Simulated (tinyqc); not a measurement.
Inside a calculation. Method: UKS/BLYP in the sto-6g basis, for Be+, spin multiplicity 2. One step of it, computed by the program tinyqc.

Question. Iteration 1: building the Kohn-Sham matrix. J_ij = sum D_kl (ij|kl) with D = D(alpha) + D(beta); F = H + J + V_xc; E = tr D H + tr D J / 2 + E_xc + E_nn.

D(alpha) at the start, lower triangle:
```
           1Be 1s    1Be 2s    1Be 2px   1Be 2py   1Be 2pz
1Be 1s   0.000000
1Be 2s   0.000000  0.000000
1Be 2px  0.000000  0.000000   0.276393
1Be 2py  0.000000  0.000000  -0.447214  0.723607
1Be 2pz  0.000000  0.000000   0.000000  0.000000  1.000000
```

D(beta) at the start, lower triangle:
```
           1Be 1s    1Be 2s    1Be 2px    1Be 2py   1Be 2pz
1Be 1s   0.000000
1Be 2s   0.000000  0.000000
1Be 2px  0.000000  0.000000   0.160357
1Be 2py  0.000000  0.000000  -0.259464   0.419821
1Be 2pz  0.000000  0.000000   0.259464  -0.419821  0.419821
```

core Hamiltonian H = T + V (hartree), lower triangle:
```
            1Be 1s     1Be 2s    1Be 2px    1Be 2py    1Be 2pz
1Be 1s   -7.946038
1Be 2s   -1.858116  -2.079966
1Be 2px   0.000000   0.000000  -1.638720
1Be 2py   0.000000   0.000000   0.000000  -1.638720
1Be 2pz   0.000000   0.000000   0.000000   0.000000  -1.638720
```

Two-electron integrals (ij|kl) in chemists' order, unique and non-zero (hartree):
```
(11|11) 2.299996   (21|11) 0.361879   (21|21) 0.071926   (22|11) 0.570332
(22|21) 0.139654   (22|22) 0.417773   (31|31) 0.015252   (32|31) 0.022555
(32|32) 0.092340   (33|11) 0.570332   (33|21) 0.139654   (33|22) 0.417773
(33|33) 0.450117   (41|41) 0.015252   (42|41) 0.022555   (42|42) 0.092340
(43|43) 0.024258   (44|11) 0.570332   (44|21) 0.139654   (44|22) 0.417773
(44|33) 0.401601   (44|44) 0.450117   (51|51) 0.015252   (52|51) 0.022555
(52|52) 0.092340   (53|53) 0.024258   (54|54) 0.024258   (55|11) 0.570332
(55|21) 0.139654   (55|22) 0.417773   (55|33) 0.401601   (55|44) 0.401601
(55|55) 0.450117
```

nuclear repulsion = 0 hartree

V_xc(alpha) (hartree), lower triangle:
```
            1Be 1s     1Be 2s    1Be 2px    1Be 2py    1Be 2pz
1Be 1s   -0.903318
1Be 2s   -0.126108  -0.327916
1Be 2px   0.000000   0.000000  -0.292549
1Be 2py   0.000000   0.000000   0.039304  -0.334565
1Be 2pz   0.000000   0.000000  -0.003358   0.001062  -0.356583
```

V_xc(beta) (hartree), lower triangle:
```
            1Be 1s     1Be 2s    1Be 2px    1Be 2py    1Be 2pz
1Be 1s   -1.508408
1Be 2s   -0.144821  -0.287423
1Be 2px   0.000000   0.000000  -0.289637
1Be 2py   0.000000   0.000000   0.007173  -0.292308
1Be 2pz   0.000000   0.000000  -0.027745   0.050134  -0.280233
```

E_xc = sum of w rho eps_xc = -0.82906016 hartree

Give: Coulomb J; F(alpha); F(beta); total energy of this density.

Answer.

Coulomb J (hartree), lower triangle:
```
         1Be 1s  1Be 2s  1Be 2px  1Be 2py  1Be 2pz
1Be 1s   1.7110
1Be 2s   0.4190  1.2533
1Be 2px  0.0000  0.0000   1.2260
1Be 2py  0.0000  0.0000  -0.0343   1.2603
1Be 2pz  0.0000  0.0000   0.0126  -0.0204   1.2737
```

F(alpha) (hartree), lower triangle:
```
          1Be 1s   1Be 2s  1Be 2px  1Be 2py  1Be 2pz
1Be 1s   -7.1384
1Be 2s   -1.5653  -1.1546
1Be 2px   0.0000   0.0000  -0.7053
1Be 2py   0.0000   0.0000   0.0050  -0.7130
1Be 2pz   0.0000   0.0000   0.0092  -0.0193  -0.7216
```

F(beta) (hartree), lower triangle:
```
          1Be 1s   1Be 2s  1Be 2px  1Be 2py  1Be 2pz
1Be 1s   -7.7434
1Be 2s   -1.5840  -1.1141
1Be 2px   0.0000   0.0000  -0.7024
1Be 2py   0.0000   0.0000  -0.0271  -0.6708
1Be 2pz   0.0000   0.0000  -0.0152   0.0298  -0.6453
```

total energy of this density = -3.816727 hartree
